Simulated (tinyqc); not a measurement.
Heavy doping: gap narrowing, degeneracy and the minority density: one step. Product and minority density. Five cases, with inputs chosen for the exercise.

Question. Combine both effects.

Majority: N = Nv F_1/2(eta), eta the distance of EF beyond the majority band edge in kT. Degeneracy factor gam = F_1/2(eta)/exp(eta). ni0^2 = Nc Nv exp(-Eg/kT); product n p = ni0^2 gam exp(dEg/kT), dEg the true narrowing; apparent narrowing dEa = dEg + kT ln gam; minority density = n p/N.

Constants: kB = 8.617333262e-05 eV/K.

Case 1.

Values chosen (gap and densities of states near those of Si at this temperature; narrowing constants near the fits for Si; the results hold for these values, not for the real material): N = 9.1e+18 1/cm^3 (ionised acceptors, equal to the majority density); Eg = 1.098 eV (gap); Nc = 4.25e+19 1/cm^3 (conduction-band density of states); Nv = 1.75e+19 1/cm^3 (valence-band density of states); T = 400 K.

dEg (empirical fit) = 55.0054 meV
gam = 0.833160

Case 2.

Values chosen (gap and densities of states near those of Si at this temperature; narrowing constants near the fits for Si; the results hold for these values, not for the real material): N = 2e+19 1/cm^3 (ionised acceptors, equal to the majority density); Eg = 1.117 eV (gap); Nc = 2.81e+19 1/cm^3 (conduction-band density of states); Nv = 1.1e+19 1/cm^3 (valence-band density of states); T = 300 K.

dEg (empirical fit) = 75.5018 meV
gam = 0.534029

Case 3.

Values chosen (gap and densities of states near those of Si at this temperature; narrowing constants near the fits for Si; the results hold for these values, not for the real material): N = 2e+19 1/cm^3 (ionised acceptors, equal to the majority density); Eg = 1.11 eV (gap); Nc = 3.55e+19 1/cm^3 (conduction-band density of states); Nv = 1.41e+19 1/cm^3 (valence-band density of states); T = 350 K.

dEg (empirical fit) = 62.7571 meV
gam = 0.611439

Case 4.

Values chosen (gap and densities of states near those of GaAs at this temperature; narrowing constants of the size fitted for Si, not for this material; the results hold for these values, not for the real material): N = 1e+19 1/cm^3 (ionised acceptors, equal to the majority density); Eg = 1.407 eV (gap); Nc = 5.66e+17 1/cm^3 (conduction-band density of states); Nv = 1.15e+19 1/cm^3 (valence-band density of states); T = 350 K.

dEg (empirical fit) = 87.3802 meV
gam = 0.738016

Case 5.

Values chosen (gap and densities of states near those of Si at this temperature; narrowing constants near the fits for Si; the results hold for these values, not for the real material): N = 6.7e+17 1/cm^3 (ionised acceptors, equal to the majority density); Eg = 1.123 eV (gap); Nc = 2.79e+19 1/cm^3 (conduction-band density of states); Nv = 1.11e+19 1/cm^3 (valence-band density of states); T = 300 K.

dEg (empirical fit) = 30.1931 meV
gam = 0.978903

Give: ni0; exp(dEg/kT); dEa; sqrt(n p); minority density.

Answer.

Case 1.

ni0 = 3.30e+12 1/cm^3
exp(dEg/kT) = 4.93
dEa = 48.7 meV
sqrt(n p) = 6.69e+12 1/cm^3
minority density = 4.92e+06 1/cm^3

Narrowing multiplies the product by 4.93 and degeneracy by 0.833; together they change the minority density by a factor 4.11 against ni0^2/N.

Case 2.

ni0 = 7.29e+09 1/cm^3
exp(dEg/kT) = 18.6
dEa = 59.3 meV
sqrt(n p) = 2.29e+10 1/cm^3
minority density = 26.3 1/cm^3

Narrowing multiplies the product by 18.6 and degeneracy by 0.534; together they change the minority density by a factor 9.91 against ni0^2/N.

Case 3.

ni0 = 2.28e+11 1/cm^3
exp(dEg/kT) = 8.01
dEa = 47.9 meV
sqrt(n p) = 5.05e+11 1/cm^3
minority density = 1.27e+04 1/cm^3

Narrowing multiplies the product by 8.01 and degeneracy by 0.611; together they change the minority density by a factor 4.9 against ni0^2/N.

Case 4.

ni0 = 1.89e+08 1/cm^3
exp(dEg/kT) = 18.1
dEa = 78.2 meV
sqrt(n p) = 6.92e+08 1/cm^3
minority density = 0.0479 1/cm^3

Narrowing multiplies the product by 18.1 and degeneracy by 0.738; together they change the minority density by a factor 13.4 against ni0^2/N.

Case 5.

ni0 = 6.50e+09 1/cm^3
exp(dEg/kT) = 3.22
dEa = 29.6 meV
sqrt(n p) = 1.15e+10 1/cm^3
minority density = 198 1/cm^3

Narrowing multiplies the product by 3.22 and degeneracy by 0.979; together they change the minority density by a factor 3.15 against ni0^2/N.

Computed by tinyqc, one run a case: `OMP_NUM_THREADS=1 python tinyqc.py N N+1 out.jsonl` with N = 1681257, 1681546, 1681863, 1682054, 1682276; one thread of a shared Intel(R) Xeon(R) Processor @ 2.30GHz, about 0.02 s a run at most.
